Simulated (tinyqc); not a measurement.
CCSD on RHF in the sto-3g basis, for BeH2, spin multiplicity 1, step by step. Computed by tinyqc, a small Python program that keeps every step (integrals from PySCF). Settings: charge = 0, multiplicity = 1, basis = sto-3g, method = RHF, energy threshold = 1e-10, iteration cap = 67, orthogonalisation = symmetric, start = atomic densities, DIIS depth = 6, amplitude equations = CCSD, DIIS depth for amplitudes = 4, cap on updates = 56. Command: `OMP_NUM_THREADS=1 python tinyqc.py 28694 28695 out.jsonl` (the two numbers bound the seeds that draw the settings). One thread of a shared host (Intel(R) Xeon(R) Processor @ 2.60GHz), about 0.3 s of CPU time with the checks. The early iterations of the SCF are left out here.

## One-electron integrals

Geometry (angstrom):
```
atom        x         y        z
Be    0.00000   0.00000  0.00000
H     0.00000   1.53900  0.00000
H     0.00000  -1.59900  0.00000
```

Basis sto-3g: exponents (1/bohr^2) and contraction coefficients of normalised primitives:
```
element  l (shell)  exponent  coefficient
Be           s (1)  30.16787      0.15433
Be           s (1)   5.49512      0.53533
Be           s (1)   1.48719      0.44463
Be           s (2)   1.31483     -0.09997
Be           s (2)   0.30554      0.39951
Be           s (2)   0.09937      0.70012
Be           p (3)   1.31483      0.15592
Be           p (3)   0.30554      0.60768
Be           p (3)   0.09937      0.39196
H            s (1)   3.42525      0.15433
H            s (1)   0.62391      0.53533
H            s (1)   0.16886      0.44463
```

Overlap, kinetic and nuclear-attraction integrals over the contracted functions; the nuclear repulsion is the sum of Za Zb / Rab.

nuclear repulsion = 2.8677849 hartree

overlap S, lower triangle:
```
          1Be 1s   1Be 2s  1Be 2px   1Be 2py  1Be 2pz    2H 1s    3H 1s
1Be 1s   1.00000
1Be 2s   0.25952  1.00000
1Be 2px  0.00000  0.00000  1.00000
1Be 2py  0.00000  0.00000  0.00000   1.00000
1Be 2pz  0.00000  0.00000  0.00000   0.00000  1.00000
2H 1s    0.04488  0.38222  0.00000   0.46424  0.00000  1.00000
3H 1s    0.03935  0.36011  0.00000  -0.44423  0.00000  0.01359  1.00000
```

kinetic energy T (hartree), lower triangle:
```
           1Be 1s   1Be 2s  1Be 2px   1Be 2py  1Be 2pz     2H 1s    3H 1s
1Be 1s    6.69397
1Be 2s   -0.03301  0.21111
1Be 2px   0.00000  0.00000  0.66059
1Be 2py   0.00000  0.00000  0.00000   0.66059
1Be 2pz   0.00000  0.00000  0.00000   0.00000  0.66059
2H 1s    -0.01240  0.04202  0.00000   0.13280  0.00000   0.76003
3H 1s    -0.01106  0.03536  0.00000  -0.11696  0.00000  -0.00550  0.76003
```

nuclear attraction V (hartree), lower triangle:
```
            1Be 1s    1Be 2s   1Be 2px   1Be 2py   1Be 2pz     2H 1s     3H 1s
1Be 1s   -15.23588
1Be 2s    -2.07436  -2.96516
1Be 2px    0.00000   0.00000  -2.88575
1Be 2py   -0.00100  -0.00644   0.00000  -3.06840
1Be 2pz    0.00000   0.00000   0.00000   0.00000  -2.88575
2H 1s     -0.35709  -1.04888   0.00000  -1.24210   0.00000  -2.76593
3H 1s     -0.31289  -0.97007   0.00000   1.16463   0.00000  -0.04440  -2.71555
```

core Hamiltonian H = T + V (hartree), lower triangle:
```
           1Be 1s    1Be 2s   1Be 2px   1Be 2py   1Be 2pz     2H 1s     3H 1s
1Be 1s   -8.54190
1Be 2s   -2.10738  -2.75405
1Be 2px   0.00000   0.00000  -2.22516
1Be 2py  -0.00100  -0.00644   0.00000  -2.40781
1Be 2pz   0.00000   0.00000   0.00000   0.00000  -2.22516
2H 1s    -0.36949  -1.00685   0.00000  -1.10930   0.00000  -2.00589
3H 1s    -0.32395  -0.93472   0.00000   1.04766   0.00000  -0.04991  -1.95551
```

## Two-electron integrals

Functions are numbered as in S; the eight-fold symmetry (ij|kl) = (ji|kl) = (kl|ij) leaves the list below.

Two-electron integrals (ij|kl) in chemists' order, unique and non-zero (hartree):
```
(11|11) 2.29883     (21|11) 0.39204     (21|21) 0.07954     (22|11) 0.57099
(22|21) 0.14304     (22|22) 0.41768     (31|31) 0.01461     (32|31) 0.02189
(32|32) 0.09226     (33|11) 0.56958     (33|21) 0.14308     (33|22) 0.41759
(33|33) 0.44986     (41|41) 0.01461     (42|41) 0.02189     (42|42) 0.09226
(43|43) 0.02425     (44|11) 0.56958     (44|21) 0.14308     (44|22) 0.41759
(44|33) 0.40136     (44|44) 0.44986     (51|51) 0.01461     (52|51) 0.02189
(52|52) 0.09226     (53|53) 0.02425     (54|54) 0.02425     (55|11) 0.56958
(55|21) 0.14308     (55|22) 0.41759     (55|33) 0.40136     (55|44) 0.40136
(55|55) 0.44986     (61|11) 0.06693     (61|21) 0.01357     (61|22) 0.02462
(61|33) 0.02445     (61|41) 0.00120     (61|42) 0.00226     (61|44) 0.02497
(61|55) 0.02445     (61|61) 0.00243     (62|11) 0.17389     (62|21) 0.04426
(62|22) 0.14233     (62|33) 0.13679     (62|41) 0.00577     (62|42) 0.03646
(62|44) 0.15327     (62|55) 0.13679     (62|61) 0.00836     (62|62) 0.07438
(63|31) 0.00391     (63|32) 0.01867     (63|43) 0.00619     (63|63) 0.00652
(64|11) 0.19095     (64|21) 0.04917     (64|22) 0.16566     (64|33) 0.15586
(64|41) 0.00931     (64|42) 0.05651     (64|44) 0.18509     (64|55) 0.15586
(64|61) 0.00966     (64|62) 0.09812     (64|64) 0.13314     (65|51) 0.00391
(65|52) 0.01867     (65|54) 0.00619     (65|65) 0.00652     (66|11) 0.34243
(66|21) 0.08868     (66|22) 0.32040     (66|33) 0.29744     (66|41) 0.01306
(66|42) 0.10819     (66|44) 0.36606     (66|55) 0.29744     (66|61) 0.01710
(66|62) 0.21591     (66|64) 0.30146     (66|66) 0.77461     (71|11) 0.05868
(71|21) 0.01190     (71|22) 0.02159     (71|33) 0.02144     (71|41) -0.00105
(71|42) -0.00198    (71|44) 0.02189     (71|55) 0.02144     (71|61) 0.00194
(71|62) 0.00618     (71|64) 0.00665     (71|66) 0.01228     (71|71) 0.00187
(72|11) 0.16005     (72|21) 0.04078     (72|22) 0.13212     (72|33) 0.12690
(72|41) -0.00530    (72|42) -0.03416    (72|44) 0.14243     (72|55) 0.12690
(72|61) 0.00650     (72|62) 0.03451     (72|64) 0.03703     (72|66) 0.07361
(72|71) 0.00675     (72|72) 0.06555     (73|31) 0.00350     (73|32) 0.01696
(73|43) -0.00572    (73|63) 0.00226     (73|73) 0.00555     (74|11) -0.17860
(74|21) -0.04601    (74|22) -0.15607    (74|33) -0.14687    (74|41) 0.00850
(74|42) 0.05279     (74|44) -0.17431    (74|55) -0.14687    (74|61) -0.00711
(74|62) -0.03780    (74|64) -0.03960    (74|66) -0.08043    (74|71) -0.00791
(74|72) -0.08753    (74|74) 0.11989     (75|51) 0.00350     (75|52) 0.01696
(75|54) -0.00572    (75|65) 0.00226     (75|75) 0.00555     (76|11) 0.00841
(76|21) 0.00208     (76|22) 0.00590     (76|33) 0.00583     (76|41) -6.04e-06
(76|42) -4.11e-05   (76|44) 0.00606     (76|55) 0.00583     (76|61) 0.00036
(76|62) 0.00204     (76|64) 0.00240     (76|66) 0.00468     (76|71) 0.00032
(76|72) 0.00193     (76|74) -0.00232    (76|76) 0.00008     (77|11) 0.32989
(77|21) 0.08547     (77|22) 0.31148     (77|33) 0.28941     (77|41) -0.01220
(77|42) -0.10414    (77|44) 0.35531     (77|55) 0.28941     (77|61) 0.01354
(77|62) 0.07747     (77|64) 0.08303     (77|66) 0.16863     (77|71) 0.01440
(77|72) 0.20153     (77|74) -0.28413    (77|76) 0.00468     (77|77) 0.77461
```

## Orthogonalisation

S = U s U^T; symmetric (Loewdin) form X = U s^(-1/2) U^T, so that X^T S X = 1.

eigenvalues of S: 0.34873  0.44395  0.95552  1.00000  1.00000  1.60809  1.64371

X, lower triangle:
```
           1Be 1s    1Be 2s  1Be 2px   1Be 2py  1Be 2pz     2H 1s    3H 1s
1Be 1s    1.02854
1Be 2s   -0.15064   1.16307
1Be 2px   0.00000   0.00000  1.00000
1Be 2py  -0.00067   0.01251  0.00000   1.23080
1Be 2pz   0.00000   0.00000  0.00000   0.00000  1.00000
2H 1s     0.02101  -0.24167  0.00000  -0.33167  0.00000   1.19390
3H 1s     0.02071  -0.21799  0.00000   0.30989  0.00000  -0.05874  1.16948
```

## Iteration 7 (converged): orbitals

converged F (hartree), lower triangle:
```
           1Be 1s    1Be 2s  1Be 2px   1Be 2py  1Be 2pz     2H 1s     3H 1s
1Be 1s   -4.53021
1Be 2s   -1.28975  -0.59424
1Be 2px   0.00000   0.00000  0.21376
1Be 2py  -0.00001  -0.00774  0.00000  -0.14592
1Be 2pz   0.00000   0.00000  0.00000   0.00000  0.21376
2H 1s    -0.23049  -0.34730  0.00000  -0.30663  0.00000  -0.24179
3H 1s    -0.20234  -0.32844  0.00000   0.29730  0.00000  -0.01456  -0.22384
```

Diagonalise F' = X^T F X, C = X C', fill 3 alpha and 3 beta electrons from the bottom; D = 2 C_occ C_occ^T. Each column has its largest component positive (the first on a tie).

F' = X^T F X (hartree), lower triangle:
```
          1         2        3         4        5         6        7
1  -4.42086
2  -0.69957  -0.14930
3   0.00000   0.00000  0.21376
4   0.00078   0.00605  0.00000   0.21098
5   0.00000   0.00000  0.00000   0.00000  0.21376
6  -0.00911  -0.28654  0.00000  -0.38671  0.00000   0.05016
7   0.00000  -0.26819  0.00000   0.37075  0.00000  -0.07015  0.03950
```

orbital energies (hartree): MO1 -4.53357, MO2 -0.41812, MO3 -0.37397, MO4 0.21376, MO5 0.21376, MO6 0.35453, MO7 0.70160

coefficients C:
```
              MO1       MO2       MO3      MO4       MO5       MO6       MO7
1Be 1s    0.99187  -0.21083   0.02699  0.00000   0.00000  -0.22882  -0.01077
1Be 2s    0.03111   0.60188  -0.08497  0.00000   0.00000   1.05154   0.07295
1Be 2px   0.00000   0.00000   0.00000  0.05820   0.99830   0.00000   0.00000
1Be 2py   0.00012   0.06475   0.49154  0.00000   0.00000  -0.04101   1.21391
1Be 2pz   0.00000   0.00000   0.00000  0.99830  -0.05820   0.00000   0.00000
2H 1s    -0.00381   0.44486   0.37240  0.00000   0.00000  -0.69996  -0.87814
3H 1s    -0.00381   0.33248  -0.48191  0.00000   0.00000  -0.75249   0.77852
```

D after iteration 7, lower triangle:
```
           1Be 1s    1Be 2s  1Be 2px   1Be 2py  1Be 2pz     2H 1s    3H 1s
1Be 1s    2.05796
1Be 2s   -0.19667   0.74090
1Be 2px   0.00000   0.00000  0.00000
1Be 2py  -0.00052  -0.00559  0.00000   0.49160
1Be 2pz   0.00000   0.00000  0.00000   0.00000  0.00000
2H 1s    -0.17503   0.47199  0.00000   0.42370  0.00000   0.67320
3H 1s    -0.17378   0.48189  0.00000  -0.43070  0.00000  -0.06308  0.68559
```

Within a degenerate level the vectors are fixed only up to a rotation; this is one choice.

## Convergence

Stop when the energy changes by less than 1e-10 hartree and every element of the error matrix X^T (F D S - S D F) X is below 3e-06.

Course of the cycle:
```
iteration  E (hartree)     change  largest element of the error matrix
1          -15.2858739          -                             2.85e-01
2          -15.4936519  -2.08e-01                             1.06e-01
3          -15.5123459  -1.87e-02                             1.66e-02
4          -15.5131992  -8.53e-04                             7.69e-04
5          -15.5132002  -1.04e-06                             1.59e-05
6          -15.5132002  -5.13e-10                             1.29e-06
7          -15.5132002  -4.04e-12                             1.17e-07
```

PySCF RHF in the same basis = -15.5132002 hartree

Converged in 7 iterations.

## Integrals over molecular orbitals

(pq|rs) = sum C_ip C_jq C_kr C_ls (ij|kl), one index at a time.

one-electron integrals over orbitals h = C^T H C (hartree), lower triangle:
```
          1         2         3         4         5         6         7
1  -8.53060
2   0.20679  -2.29836
3  -0.02691  -0.00752  -2.22636
4   0.00000   0.00000   0.00000  -2.22516
5   0.00000   0.00000   0.00000   0.00000  -2.22516
6   0.20375  -0.23814   0.05510   0.00000   0.00000  -1.89208
7   0.00806  -0.04705  -0.30943   0.00000   0.00000   0.00301  -1.85888
```

Two-electron integrals over orbitals (pq|rs), unique and non-zero (hartree):
```
(11|11) 2.27193    (21|11) -0.18557   (21|21) 0.02349    (22|11) 0.45798
(22|21) -0.00522   (22|22) 0.38637    (31|11) 0.02364    (31|21) -0.00230
(31|22) 0.00377    (31|31) 0.00533    (32|11) -0.00139   (32|21) 0.00189
(32|22) 0.04392    (32|31) 0.01044    (32|32) 0.14757    (33|11) 0.41898
(33|21) -0.00278   (33|22) 0.37449    (33|31) -0.00238   (33|32) -0.03592
(33|33) 0.41835    (41|41) 0.01575    (42|41) 0.01481    (42|42) 0.04687
(43|41) -0.00193   (43|42) -0.00434   (43|43) 0.01298    (44|11) 0.56918
(44|21) -0.00720   (44|22) 0.35365    (44|31) 0.00089    (44|32) -0.00030
(44|33) 0.33442    (44|44) 0.44986    (51|51) 0.01575    (52|51) 0.01481
(52|52) 0.04687    (53|51) -0.00193   (53|52) -0.00434   (53|53) 0.01298
(54|54) 0.02425    (55|11) 0.56918    (55|21) -0.00720   (55|22) 0.35365
(55|31) 0.00089    (55|32) -0.00030   (55|33) 0.33442    (55|44) 0.40136
(55|55) 0.44986    (61|11) -0.19226   (61|21) 0.02468    (61|22) -0.00616
(61|31) -0.00355   (61|32) -0.00046   (61|33) -0.00281   (61|44) -0.00569
(61|55) -0.00569   (61|61) 0.02626    (62|11) 0.13401    (62|21) -0.00595
(62|22) -0.01781   (62|31) 0.00033    (62|32) -0.01343   (62|33) -0.03751
(62|44) 0.06634    (62|55) 0.06634    (62|61) -0.00510   (62|62) 0.08151
(63|11) -0.02725   (63|21) 0.00086    (63|22) -0.02350   (63|31) -0.00051
(63|32) -0.08763   (63|33) 0.02941    (63|44) -0.01402   (63|55) -0.01402
(63|61) 0.00086    (63|62) -0.00616   (63|63) 0.08918    (64|41) 0.01615
(64|42) 0.04601    (64|43) -0.00674   (64|64) 0.04915    (65|51) 0.01615
(65|52) 0.04601    (65|53) -0.00674   (65|65) 0.04915    (66|11) 0.45935
(66|21) -0.00671   (66|22) 0.37293    (66|31) 0.00006    (66|32) -0.00909
(66|33) 0.38950    (66|44) 0.35203    (66|55) 0.35203    (66|61) -0.00646
(66|62) -0.02652   (66|63) 0.01152    (66|66) 0.39343    (71|11) -0.00873
(71|21) 0.00246    (71|22) 0.00462    (71|31) 0.00930    (71|32) 0.01696
(71|33) -0.00455   (71|44) -0.00018   (71|55) -0.00018   (71|61) 0.00047
(71|62) -0.00073   (71|63) 0.00031    (71|66) -0.00163   (71|71) 0.01820
(72|11) 0.02453    (72|21) -0.00021   (72|22) -0.01190   (72|31) 0.00451
(72|32) -0.03839   (72|33) 0.00536    (72|44) 0.01120    (72|55) 0.01120
(72|61) -0.00104   (72|62) 0.01938    (72|63) 0.05980    (72|66) -0.00069
(72|71) 0.00821    (72|72) 0.05937    (73|11) 0.14800    (73|21) -0.00403
(73|22) 0.00087    (73|31) -0.00031   (73|32) -0.00161   (73|33) -0.01739
(73|44) 0.06930    (73|55) 0.06930    (73|61) -0.00343   (73|62) 0.07597
(73|63) -0.01924   (73|66) -0.02028   (73|71) -0.00152   (73|72) 0.00935
(73|73) 0.08522    (74|41) 0.00083    (74|42) 0.00413    (74|43) 0.01281
(74|64) 0.00166    (74|74) 0.01703    (75|51) 0.00083    (75|52) 0.00413
(75|53) 0.01281    (75|65) 0.00166    (75|75) 0.01703    (76|11) -0.00144
(76|21) 0.00137    (76|22) 0.03721    (76|31) 0.00964    (76|32) 0.13407
(76|33) -0.03697   (76|44) 0.00049    (76|55) 0.00049    (76|61) -0.00074
(76|62) -0.01058   (76|63) -0.09035   (76|66) -0.01144   (76|71) 0.01605
(76|72) -0.04739   (76|73) 0.00047    (76|76) 0.13550    (77|11) 0.54557
(77|21) -0.00734   (77|22) 0.40397    (77|31) 0.00172    (77|32) 0.01537
(77|33) 0.41209    (77|44) 0.37741    (77|55) 0.37741    (77|61) -0.00759
(77|62) -0.01984   (77|63) -0.00761   (77|66) 0.40880    (77|71) 0.00087
(77|72) -0.00661   (77|73) 0.00376    (77|76) 0.01131    (77|77) 0.45485
```

## CCSD: starting amplitudes

t_ij^ab = <ij||ab> / (e_i + e_j - e_a - e_b), whose energy is MP2.

Starting amplitudes (spin orbitals 1a, 1b, ...; amplitudes related by a flip of all spins are not repeated; the 24 largest):
```
from      to         t
3a 3b  6a 6b  -0.06121
2a 2b  6a 6b  -0.05275
2a 3b  6a 7b  -0.04110
3a 3b  7a 7b  -0.03962
2a 2b  4a 4b  -0.03708
2a 2b  5a 5b  -0.03708
2a 3b  6b 7a   0.03235
2a 2b  7a 7b  -0.02651
3a 3b  4a 4b  -0.01105
3a 3b  5a 5b  -0.01105
3a 3b  6a 7b   0.01066
2a 2b  6a 7b  -0.01024
2a 3a  6a 7a  -0.00875
2a 3b  7a 7b  -0.00426
2a 3b  6a 6b   0.00411
2a 3b  5a 5b   0.00356
2a 3b  4a 4b   0.00356
1a 2b  5a 5b  -0.00275
1a 2b  4a 4b  -0.00275
1a 1b  6a 6b  -0.00269
1a 1b  7a 7b  -0.00174
1a 1b  4a 4b  -0.00166
1a 1b  5a 5b  -0.00166
1a 2b  7a 7b  -0.00129
```

correlation energy = -0.0302291 hartree

## CCSD: amplitude update 1

t_i^a D_i^a and t_ij^ab D_ij^ab are set to the remaining terms of the spin-orbital equations, evaluated with the old amplitudes; for the doubles these are <ij||ab> + 1/2 <ab||ef> t_ij^ef + 1/2 <mn||ij> t_mn^ab + P(ij)P(ab) <mb||ej> t_im^ae + terms in t^2 + terms with t1, D the orbital-energy denominators.

Amplitudes after update 1 (spin orbitals 1a, 1b, ...; amplitudes related by a flip of all spins are not repeated; the 24 largest):
```
from      to         t
3a 3b  6a 6b  -0.08657
2a 2b  6a 6b  -0.06934
2a 3b  6a 7b  -0.05754
3a 3b  7a 7b  -0.05118
2a 3b  6b 7a   0.04768
2a 2b  4a 4b  -0.04641
2a 2b  5a 5b  -0.04641
2a 2b  7a 7b  -0.03566
3a 3b  6a 7b   0.01527
2a 2b  6a 7b  -0.01434
2a 3a  6a 7a  -0.00986
3a 3b  5a 5b  -0.00697
3a 3b  4a 4b  -0.00697
2a        6a   0.00601
2a 3b  7a 7b  -0.00557
2a 3b  6a 6b   0.00542
2a 3b  4a 4b   0.00525
2a 3b  5a 5b   0.00525
1a 2b  5a 5b  -0.00304
1a 2b  4a 4b  -0.00304
1a 1b  6a 6b  -0.00220
1a 1b  7a 7b  -0.00156
1a 1b  5a 5b  -0.00155
1a 1b  4a 4b  -0.00155
```

correlation energy = -0.0409109 hartree

## CCSD: convergence

E_corr = 1/4 sum <ij||ab> t_ij^ab + 1/2 sum <ij||ab> t_i^a t_j^b; stop when the norm of the change is below 1e-8.

Course of the amplitude iterations:
```
update  correlation energy (hartree)  norm of the change
0                         -0.0302291                   -
1                         -0.0409109            9.94e-02
2                         -0.0449600            4.09e-02
3                         -0.0476727            1.78e-02
4                         -0.0476513            2.92e-03
5                         -0.0476719            7.78e-04
6                         -0.0476690            7.84e-05
7                         -0.0476686            2.44e-05
8                         -0.0476690            7.90e-06
9                         -0.0476691            1.78e-06
10                        -0.0476691            2.84e-07
11                        -0.0476692            1.36e-07
12                        -0.0476692            3.39e-08
13                        -0.0476692            5.35e-09
```

Converged amplitudes (spin orbitals 1a, 1b, ...; amplitudes related by a flip of all spins are not repeated; the 24 largest):
```
from      to         t
3a 3b  6a 6b  -0.11123
2a 2b  6a 6b  -0.07649
2a 3b  6a 7b  -0.06735
2a 3b  6b 7a   0.05660
3a 3b  7a 7b  -0.05645
2a 2b  5a 5b  -0.05287
2a 2b  4a 4b  -0.05287
2a 2b  7a 7b  -0.04155
3a 3b  6a 7b   0.01778
2a 2b  6a 7b  -0.01644
2a        6a   0.01315
2a 3a  6a 7a  -0.01075
2a 3b  5a 5b   0.00714
2a 3b  4a 4b   0.00714
2a 3b  7a 7b  -0.00593
2a 3b  6a 6b   0.00488
3a        7a  -0.00393
1a 2b  4a 4b  -0.00307
1a 2b  5a 5b  -0.00307
1a 1b  6a 6b  -0.00212
3a        6a  -0.00180
3a 3b  5a 5b   0.00160
3a 3b  4a 4b   0.00160
1a 2b  7a 7b  -0.00156
```

CCSD total energy = -15.5608693 hartree

T1 diagnostic, norm of the one-spin t1 over sqrt(correlated electrons) = 0.00565

Converged in 13 updates, with DIIS from the third.
